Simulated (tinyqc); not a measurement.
# Ferroelectric with a first-order transition, Landau-Devonshire energy: polarisation and permittivity against temperature

One domain with free energy u = al P^2 + be P^4 + ga P^6 - E P, al = a0 (T - T0), be < 0 < ga (P in uC/cm^2, E in kV/cm, u in mJ/cm^3). Equilibrium: E = 2 al P + 4 be P^3 + 6 ga P^5; a state is stable against small changes where dE/dP > 0. The coercive field is that of uniform switching, which real films, switching by domains, do not reach.

Ps^2 = [-be + sqrt(be^2 - 3 al ga)]/(3 ga); Pc^2 = [-3 be + sqrt(9 be^2 - 15 al ga)]/(15 ga), Ec = -E(Pc); susceptibility chi = 1/(eps0 dE/dP). TC = T0 + be^2/(4 a0 ga), where u(Ps) = u(0); T1 = T0 + be^2/(3 a0 ga), where the polar minimum disappears. For the non-polar state chi0 = 1/(2 eps0 al).

Parameters, values chosen for the exercise: slope of the quadratic coefficient a0 = 0.011 kV cm/(uC K); Curie-Weiss temperature T0 = 350 K; quartic coefficient be = -0.0013 kV cm^5/uC^3; sixth-order coefficient ga = 1.1e-6 kV cm^9/uC^5.

Constants: eps0 = 8.8541878128e-14 F/cm where lengths are in cm. Results are converted to the units shown.

Polarisation and permittivity against temperature:

| T (K) | Ps (uC/cm^2) | u(Ps) (mJ/cm^3) | Ec (kV/cm) | chi at Ps | chi0 |
|---|---|---|---|---|---|
| 150 | 36.062 | -2640.3 | 127.38 | 362.86 | unstable |
| 230 | 33.750 | -1564.6 | 82.897 | 504.06 | unstable |
| 290 | 31.463 | -860.20 | 51.211 | 725.14 | unstable |
| 325 | 29.704 | -499.11 | 33.547 | 992.78 | unstable |
| 342 | 28.642 | -339.78 | 25.228 | 1222.8 | unstable |
| 359.3 | 27.319 | -190.48 | 16.962 | 1626.6 | 55200 |
| 373.3 | 25.930 | -81.015 | 10.440 | 2285.2 | 22030 |
| 382.6 | 24.691 | -15.305 | 6.2008 | 3253.5 | 15750 |
| 391.9 | 22.771 | 42.816 | 2.0457 | 6622.3 | 12250 |
| 395.6 | 21.223 | 62.707 | 0.41818 | 16822 | 11260 |

Ps falls from 36.1 to 21.2 uC/cm^2 without reaching zero, Ec falls from 127 to 0.418 kV/cm and chi rises from 363 to 16800. u(Ps) turns positive at TC = 384.9 K: the 2 row(s) above it are metastable, up to T1 = 396.6 K. Between T0 = 350 K and TC the non-polar state is the metastable one.

Program tinyqc, `OMP_NUM_THREADS=1 python tinyqc.py 2860024 2860025 out.jsonl`; Intel Xeon 2.30GHz, shared host, one thread, about 0.01 s.
